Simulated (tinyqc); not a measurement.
## Elastic trap-assisted tunnelling through a dielectric: effect of the trap depth

Emitter at x = 0 (Fermi level 0), collector at x = t (Fermi level -V), band edge U(x) = phi - F x, F = V/t. A trap at x has the energy E = U(x) - Et. With G(u) = (4/(3 F)) sqrt(mo/C) max(u, 0)^1.5, C = hbar^2/(2 m0): S1 = G(phi - E) - G(Et), S2 = G(Et) - G(phi - V - E), T1,2 = exp(-S1,2). The steady rate through one trap is nu T1 T2 (f1 - f2)/(T1 + T2), f1 = f(E), f2 = f(E + V), f(y) = 1/(1 + exp(y/Vt)); both contacts offer states at E.

J = q Nt times the integral of the rate over x. Direct S = (4/(3 F)) sqrt(mo/C) [phi^1.5 - max(phi - V, 0)^1.5].

Values chosen for this exercise; dielectric values close to those of aluminium oxide: temperature T = 350 K; barrier above the emitter Fermi level phi = 2.63 eV; tunnelling mass mo = 0.39 m0; thickness t = 7 nm; trap density Nt = 4.8e17 cm^-3; attempt frequency nu = 1e13 1/s; voltage V = 2.01 V.

Constants: q = 1.602176634e-19 C, kB = 1.380649e-23 J/K, hbar = 1.054571817e-34 J s, m0 = 9.1093837015e-31 kg, Vt = kB T/q, hbar^2/(2 m0) = 0.0380998212 eV nm^2. Results are converted to the units shown.

The same in every row: direct S = 56.1.

Effect of the trap depth:
```
Et (eV)  J (A/cm^2)  x of the peak over t  larger S there
1.18       1.80e-14                 0.514            29.9
1.4        2.72e-12                 0.442            26.8
1.61       3.02e-10                 0.441            28.3
1.82        4.53e-9                 0.423            28.5
2.04       8.62e-10                 0.429            30.8
2.25       1.27e-10                 0.437            32.6
2.47       1.98e-11                 0.443            34.3
2.68       3.77e-12                 0.448            35.9
2.89       7.87e-13                 0.453            37.4
```

J goes from 1.80e-14 through a maximum of 4.53e-9 (at Et = 1.82 eV among the rows listed) to 7.87e-13 A/cm^2. Shallow traps near the emitter lie above its Fermi level and stay empty, while deep traps face higher barriers, so a middle depth conducts best.

Range of the model: Phonon-assisted (inelastic) capture, chains of traps and a spread of trap depths are left out.

tinyqc, about 0.04 s, one thread, Intel Xeon 2.30GHz (shared host): `OMP_NUM_THREADS=1 python tinyqc.py 2370140 2370141 out.jsonl`
